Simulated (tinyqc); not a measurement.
From results back to parameters: thin-film optics by transfer matrices. Two cases, with inputs chosen for the exercise.

Problem. A bare substrate in air: with rho = tan(Psi) exp(i Delta), Delta = 180 degrees at small angles on a dielectric, conj(eps) = sin^2(theta) [1 + tan^2(theta) ((1 - rho)/(1 + rho))^2], and n + i k = sqrt(eps).

Case 1.

Values chosen (out of a larger set: indices near those of Si3N4 on Si; not measured data): lam = 248 nm (vacuum wavelength); theta_e = 70 degrees (angle of the ellipsometer).

Psi = 34.5489 degrees
Delta = 115.5318 degrees

Case 2.

Values chosen (out of a larger set: indices near those of resist, SiO2 on W; not measured data): lam = 193 nm (vacuum wavelength); theta_e = 60 degrees (angle of the ellipsometer).

Psi = 36.3443 degrees
Delta = 132.5114 degrees

Find: rho; eps; n; k.

Solution. Form rho, insert it, conjugate, and take the root with k >= 0.

Case 1.

rho = -0.2968+0.6213i
eps = -10.01+11.24i
n = 1.587
k = 3.540

Case 2.

rho = -0.4972+0.5424i
eps = -6.52+7.48i
n = 1.305
k = 2.867

Computed by tinyqc, one run a case: `OMP_NUM_THREADS=1 python tinyqc.py N N+1 out.jsonl` with N = 1681031, 1681032; one thread of a shared Intel(R) Xeon(R) Processor @ 2.30GHz, about 0.01 s a run at most.
